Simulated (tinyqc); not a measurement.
What each parameter does: two-dimensional electron gas with Rashba and Dresselhaus coupling.

H = c k^2/m + al (ky sx - kx sy) + b1 (kx sx - ky sy) + gam kx ky (kx sy - ky sx), s the Pauli matrices, x = [100], c = hbar^2/2m0, b1 = gam (pi/L)^2 (hard walls). H = c k^2/m + B.s, so E = c k^2/m -/+ |B| and the lower state has its spin along -B.

Constants: hbar^2/2m0 = 3.80998211 eV angstrom^2.

Parameters, chosen for this exercise (of the size met in InAs; shifted at random, so the results belong to these values and not to a real crystal): m = 0.0244 m0 (mass); al = 0.26 eV angstrom (Rashba constant); gam = 28.9 eV angstrom^3 (bulk Dresselhaus constant); L = 206 angstrom (width of the (001) well); n = 9.4 1e11/cm^2 (sheet density (one subband filled)).

Splittings 2|B| at k0 = sqrt(2 pi n) along [100], [110] and [-110], and E0 = c k0^2/m; 1e11/cm^2 = 1e-5/angstrom^2.

Results for these values:

| case | [100] (meV) | [110] (meV) | [-110] (meV) | E0 (meV) |
|---|---|---|---|---|
| base | 12.6416 | 12.5493 | 12.7255 | 92.22 |

What happens to each result for al = 0.312 eV angstrom, all else kept?

Answer: [100] rises from 12.6416 to 15.1684; [110] rises from 12.5493 to 15.0767; [-110] rises from 12.7255 to 15.2530; E0 does not change at the printed digits.

The same for each parameter in turn:

| case | [100] (meV) | [110] (meV) | [-110] (meV) | E0 (meV) |
|---|---|---|---|---|
| base | 12.6416 | 12.5493 | 12.7255 | 92.22 |
| m = 0.02684 m0 | 12.6416 | 12.5493 | 12.7255 | 83.84 |
| al = 0.312 eV angstrom | 15.1684 | 15.0767 | 15.2530 | 92.22 |
| gam = 34.68 eV angstrom^3 | 12.6435 | 12.5316 | 12.7431 | 92.22 |
| L = 226 angstrom | 12.6403 | 12.4940 | 12.7808 | 92.22 |
| n = 14.1 1e11/cm^2 | 15.4827 | 15.1156 | 15.8395 | 138.34 |

Run: tinyqc, `OMP_NUM_THREADS=1 python tinyqc.py 1451062 1451063 out.jsonl`; Intel(R) Xeon(R) Processor @ 2.30GHz, one thread, shared host; about 0.01 s of CPU time with all checks.
